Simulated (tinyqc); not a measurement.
Inside a calculation. Method: extended Hueckel theory, for H3+. The parameters take no account of the charge, which enters only through the electron count. One step of it, computed by the program tinyqc.

Question. Mulliken analysis. P = C n C^T; charge = valence electrons (H 1) minus the sum of (P S)_ii on the atom; overlap population = 2 sum P_ij S_ij between two atoms.

coefficients, order 1H 1s, 2H 1s, 3H 1s:
$$\begin{pmatrix}
0.393157 & 1.253644 & -0.086833 \\
0.393232 & -0.551563 & 1.129548 \\
0.393221 & -0.701862 & -1.042761
\end{pmatrix}$$

occupations: [2.000000, 0.000000, 0.000000]

overlap S, order 1H 1s, 2H 1s, 3H 1s:
$$\begin{pmatrix}
1.000000 & 0.577913 & 0.577863 \\
0.577913 & 1.000000 & 0.578194 \\
0.577863 & 0.578194 & 1.000000
\end{pmatrix}$$

Give: charges; Overlap populations.

Answer.

charges: 1H 0.3335, 2H 0.3332, 3H 0.3333

Overlap populations:
```
pair     value
2-1   0.357385
3-1   0.357345
3-2   0.357618
```
